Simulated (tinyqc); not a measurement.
Hot electrons in a saturated n-channel MOSFET, lucky-electron model: two steps of the calculation.

Beyond pinch-off the lateral field grows as Esat cosh(y/l) over the velocity-saturated region (pseudo-two-dimensional model). Impact ionisation in this region gives the substrate current, which biases the body forward through Rsub. Currents are per width. Local-field laws: they overstate ionisation when the field peak is narrower than an energy relaxation length.

Parameters, values chosen for the exercise; values close to those of silicon n-channel devices: channel length L = 0.8 um; oxide thickness tox = 20 nm; junction depth xj = 300 nm; threshold VT = 0.58 V; effective mobility mu = 360 cm^2/(V s); saturation velocity vs = 7.7e6 cm/s; ionisation prefactor Ai = 2e6 1/cm; ionisation field Bi = 1.73 MV/cm; resistance of the lightly doped drain Rd = 200 ohm um; substrate resistance Rsub = 6400 ohm um; fall of VT per volt of forward body bias kb = 0.28; drain voltage Vd = 3.5 V; gate voltage Vg = 2.4 V.

Constants: eps0 = 8.8541878128e-14 F/cm where lengths are in cm. Results are converted to the units shown.

Question 1. Length and field scales. Cox = 3.9 eps0/tox, l = sqrt(3 tox xj), Esat = 2 vs/mu.

Give: Cox; l; Esat; Esat L.

Answer 1.

Cox = 0.1727 uF/cm^2
l = 134.2 nm
Esat = 0.04278 MV/cm
Esat L = 3.422 V

Question 2. Body bias from the substrate current. Cox = 3.9 eps0/tox. Overdrive g = Vg - VT + kb Vb; Vdsat = g Esat L/(g + Esat L); Id = Cox vs (g - Vdsat); dV = Vd - Id Rd - Vdsat; Em = sqrt((dV/l)^2 + Esat^2); Isub = Id (Ai/Bi) l Em exp(-Bi/Em). Vb(new) = Rsub Isub.

Vb at the start = 0 V
l = 134.16408 nm
Esat = 0.042777778 MV/cm

Give: Vdsat; Id; dV; Em; Isub; Vb after iteration 1.

Answer 2.

Vdsat = 1.1881 V
Id = 84.004 uA/um
dV = 2.2951 V
Em = 0.17633 MV/cm
Isub = 0.012600 uA/um
Vb after iteration 1 = 8.0640e-5 V

Program tinyqc, `OMP_NUM_THREADS=1 python tinyqc.py 2550167 2550168 out.jsonl`; Intel Xeon 2.30GHz, shared host, one thread, about 0.01 s.
